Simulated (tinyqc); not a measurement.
# Minority carriers and saturation current of a heavily doped emitter: effect of temperature on the narrowing factor

n-type, parabolic bands, full ionisation. eta = (EF - Ec)/kB T solves N = Nc F12(eta), F12(x) = (2/sqrt(pi)) int_0^infinity sqrt(u)/(1 + exp(u - x)) du. The gap shrinks rigidly by dEg = E1 [ln(N/N0) + sqrt(ln^2(N/N0) + 0.5)], an empirical law that is here taken as the true narrowing.

Nc is given at 250 K and scales as T^1.5; dEg is held. The factor nie^2/ni^2 = exp(dEg/kB T) g, g = F12(eta) exp(-eta), divides the current gain of a transistor with this emitter.

Parameters, values chosen for the exercise; band and dielectric values close to those of germanium:
```
symbol    value   unit                                     meaning
Nc      7.76e18  cm^-3  conduction-band density of states at 250 K
N        2.4e18  cm^-3                       ionised donor density
E1          8.3    meV                 energy of the narrowing law
N0       1.5e17  cm^-3                density of the narrowing law
```

Constants: q = 1.602176634e-19 C, kB = 1.380649e-23 J/K, Vt = kB T/q. Results are converted to the units shown.

Result of one run:
```
T (K)      eta       g  nie^2/ni^2  its logarithm
150    -0.1741  0.7921       29.50          3.385
```

What becomes of these results when the temperature T is changed from 150 to 450 K, all else the same?

Result of the changed run:
```
T (K)     eta       g  nie^2/ni^2  its logarithm
450    -2.010  0.9558       3.192          1.161
```

The whole series:
```
T (K)      eta       g  nie^2/ni^2  its logarithm
150    -0.1741  0.7921       29.50          3.385
200    -0.6869  0.8591       12.95          2.561
250     -1.065  0.8968       7.859          2.062
300     -1.364  0.9204       5.618          1.726
350     -1.612  0.9363       4.413          1.485
400     -1.825  0.9475       3.679          1.303
450     -2.010  0.9558       3.192          1.161
```

The factor falls from 29.5 to 3.19. Its slope against q/kB T is 42.6 meV between the first two rows and 44.1 meV between the last two, against dEg = 46.8 meV: degeneracy takes back part of the narrowing. The factor grows on cooling, so the current gain of such a transistor falls.

Range of the model: Band tails, non-parabolic bands and incomplete ionisation are left out.

Numbers from tinyqc (`OMP_NUM_THREADS=1 python tinyqc.py 2330066 2330067 out.jsonl`; about 0.01 s on one thread of a shared Intel Xeon 2.30GHz).
